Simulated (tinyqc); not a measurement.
Worked calculation: scattering rates of a carrier in a spherical band by Fermi's golden rule. Computed by tinyqc, a small Python program that keeps every step. Command: `OMP_NUM_THREADS=1 python tinyqc.py 3029582 3029583 out.jsonl scatter walk`. One thread of a shared host (Intel(R) Xeon(R) Processor @ 2.30GHz), about 0.01 s of CPU time with the checks. Intermediate numbers are printed to about 7 digits and carried at full precision; extremes and crossings named in words are read from the listed rows.

All processes here are isotropic or elastic, and the rate listed is the momentum relaxation rate.

Inputs (values chosen for the exercise, modelled on holes in germanium): density-of-states mass of one valley m = 0.3 m_0; static permittivity eps_s = 16; density rho = 5323 kg/m^3; sound velocity v_l = 5440 m/s; acoustic deformation potential D_A = 4.8 eV; phonon energy hbar w = 36.3 meV; optical or intervalley deformation potential D_o = 9 1e8 eV/cm; final valleys Z_f = 1; ionised impurity density N_I = 6.1e+17 1/cm^3; temperature T = 500 K; carrier energy E = 290 meV; neutral impurity density N_n = 6.5e+17 1/cm^3.

Crystal: non-polar. Band: parabolic. Impurity formula: Brooks-Herring. Further scattering: neutral impurities.

Constants: m_0 = 9.1093837015e-31 kg; e = 1.602176634e-19 C; hbar = 1.054571817e-34 J s; k_B = 8.617333262e-05 eV/K; eps_0 = 8.8541878128e-12 F/m; k_B = 1.380649e-23 J/K; hbar = 6.582119569e-16 eV s.

## The band at energy E

Parabolic band: E = hbar^2 k^2/(2 m), speed v = hbar k/m, states per spin, volume and energy g(E) = m k/(2 pi^2 hbar^2). Masses are multiplied by m_0 and all formulas are in SI units.

wave number k = 1.511117 1/nm

speed v = 583128.2 m/s

g(E) = 3.013955e+20 1/(eV cm^3)

## Phonon occupation and screening length

Phonon occupation N_q = 1/(exp(hbar w/(k_B T)) - 1). Debye screening by free carriers of density N_I: L_s = sqrt(eps_s eps_0 k_B T/(e^2 N_I)).

N_q = 0.7563511

screening length L_s = 7.902885 nm

Above the threshold emission is favoured over absorption by (N_q + 1)/N_q = exp(hbar w/k_B T) = 2.32, apart from the density of final states.

## Acoustic phonons

Acoustic deformation potential (elastic, equipartition, absorption and emission together): 1/tau = 2 pi k_B T D_A^2 g(E)/(hbar rho v_l^2).

acoustic rate = 2.904908e+12 1/s

## Optical or intervalley phonons

Optical or intervalley deformation potential: 1/tau = (pi Z_f D_o^2/(rho w)) [N_q g(E + hbar w) + (N_q + 1) g(E - hbar w)], with g = 0 below the band edge.

absorption rate = 3.358286e+12 1/s

emission rate = 6.876339e+12 1/s

Emission is 2.05 times absorption here.

## Ionised impurities

Singly charged impurities, momentum relaxation: 1/tau = N_I e^4 m (1 + 2 alpha E) Phi/(8 pi (eps_s eps_0)^2 hbar^3 k^3), with alpha = 0 for a parabolic band. Brooks-Herring: Phi = ln(1 + b) - b/(1 + b), b = 4 k^2 L_s^2.

b = 570.4633

ionised-impurity rate = 2.878930e+11 1/s

## All rates at E

Neutral impurities (Erginsoy): 1/tau = 20 N_n a_B hbar/m, a_B = 4 pi eps_s eps_0 hbar^2/(m e^2). Rates add: 1/tau_m is the sum, and the mean free path is v tau_m.

Momentum relaxation rates:
```
process               rate (1/s)  share (%)
acoustic            2.904908e+12   10.53050
optical absorption  3.358286e+12   12.17403
optical emission    6.876339e+12   24.92722
ionised impurity    2.878930e+11   1.043633
neutral impurity    1.415824e+13   51.32462
```

momentum relaxation time tau_m = 36.25072 fs

mean free path = 21.13882 nm

The largest rate is neutral impurity (51 %), then optical emission (25 %). Caution: Erginsoy's formula holds for k a_B below about 0.5 and for dopants that stay neutral, which means low temperature; elsewhere it is only a rough constant rate.

## Rates against energy

The formulas are those given above.

Momentum relaxation rates (1e12/s) and the total time:
```
E (meV)  acoustic  optical absorption  optical emission  ionised impurity  neutral impurity  tau_m (fs)
3.6      0.323657            1.174345          0.000000          47.20666          14.15824    15.90763
9.1      0.514581            1.252671          0.000000          19.28544          14.15824    28.40028
18.0     0.723718            1.369964          0.000000           9.12525          14.15824    39.40550
33.0     0.979919            1.547661          0.000000           4.49094          14.15824    47.22160
40.0     1.078856            1.623945          0.830420           3.56179          14.15824    47.05164
54.0     1.253517            1.766660          1.816284           2.46738          14.15824    46.59381
80.0     1.525732            2.004929          2.853893           1.51207          14.15824    45.34149
130.0    1.944935            2.397482          4.178947           0.81612          14.15824    42.56094
220.0    2.530141            2.976346          5.851290           0.41330          14.15824    38.56639
360.0    3.236567            3.701018          7.767270           0.21654          14.15824    34.38834
```

The largest rate is ionised impurity from 3.60 to 9.10, neutral impurity from 18.0 to 360 meV. Crossing hbar w = 36.3 meV opens emission: tau_m goes from 47.2 to 47.1 fs between the two rows around it. The impurity rate goes between the last rows as E^-1.31, against the E^(-3/2) of unscreened Rutherford scattering; the acoustic rate follows g(E) and grows by a factor 10.0 over the table. At 3.6, 9.1, 18 meV hbar/tau exceeds E/2, so the golden rule loses its meaning there. Erginsoy's formula holds for k a_B below about 0.5 and for dopants that stay neutral, which means low temperature; elsewhere it is only a rough constant rate.

Checks made by the program: Brooks-Herring rate against the angular integral of the screened Coulomb matrix element (relative difference below 1e-10).
